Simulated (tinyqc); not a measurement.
Line shape against size: Raman line shape of confined optical phonons and breathing modes of small crystals. Computed by tinyqc, a small Python program. Command: `OMP_NUM_THREADS=1 python tinyqc.py 3002066 3002067 out.jsonl confine walk`. One thread of a shared host (Intel(R) Xeon(R) Processor @ 2.30GHz), about 0.02 s of CPU time with the checks.

Confinement in 3 direction(s) lets phonons with q away from zero scatter light. q is in units of 2 pi/a, from 0 to 1, and the branch is isotropic: omega(q)^2 = (omega_0^2 + omega_X^2)/2 + ((omega_0^2 - omega_X^2)/2) cos(pi q). The model and its constant beta are phenomenological; beta = 8 is the common choice.

Inputs (values chosen for the exercise, modelled on germanium):
```
quantity                                value      unit
bulk frequency omega_0                  300.6      1/cm
frequency at the zone boundary omega_X    236      1/cm
natural width Gamma_0                     2.6      1/cm
lattice constant a                      5.658  angstrom
size L                                     10        nm
confinement constant beta                   8         -
```

Shape: sphere.

Method:
- Weight W(q) = q^2 exp(-(2 L q/a)^2/(2 beta)) dq, that is exp(-k^2 L^2/(2 beta pi^2)) for k = 2 pi q/a.
- Width q_c = a sqrt(2 beta)/(2 L), where the exponential falls to 1/e; curvature of the branch: omega(q) = omega_0 - c q^2, c = pi^2 (omega_0^2 - omega_X^2)/(8 omega_0); for small q_c the mean of q^2 is (number of confined directions) q_c^2/2, and the mean shift is -c times that.
- I(omega) = int W(q) / [(omega - omega(q))^2 + (Gamma_0/2)^2] dq / int W dq x (Gamma_0/2)^2, by 400 Gauss-Legendre points on 0 < q < min(1, 2.5 a sqrt(2 beta)/L).
- The peak is the maximum of I; the width is taken between the half-maximum points, and the asymmetry is the low-side half-width over the high-side one.

mean shift, quadratic estimate = -2.73263 1/cm

Line shape:
```
L (nm)  peak shift (1/cm)  full width (1/cm)  asymmetry  mean shift, quadratic estimate (1/cm)
3                 -12.803             38.418      2.395                                -30.363
3.6               -8.7794              26.94     2.4453                                -21.085
4.4               -6.0147             18.608     2.4078                                -14.115
5.5               -4.0839              12.63     2.2686                                -9.0335
7                 -2.7709             8.6068     2.0374                                -5.5768
10                -1.6213             5.3309     1.6456                                -2.7326
15               -0.89126             3.6207     1.2833                                -1.2145
25               -0.39215             2.8285     1.0569                               -0.43722
```

The peak shift falls with exponent -2.07 at the small end and -1.61 at the large end. For still larger L it tends to the mean shift, which goes as 1/L^2; the ratio is 0.42 in the first row and 0.90 in the last. The width exceeds Gamma_0 by over 10 % for L up to 15 nm. In a sphere the factor q^2 removes the weight at q = 0, so the peak itself moves strongly.

Extremes, crossings and ranges named in words are read from the listed rows.
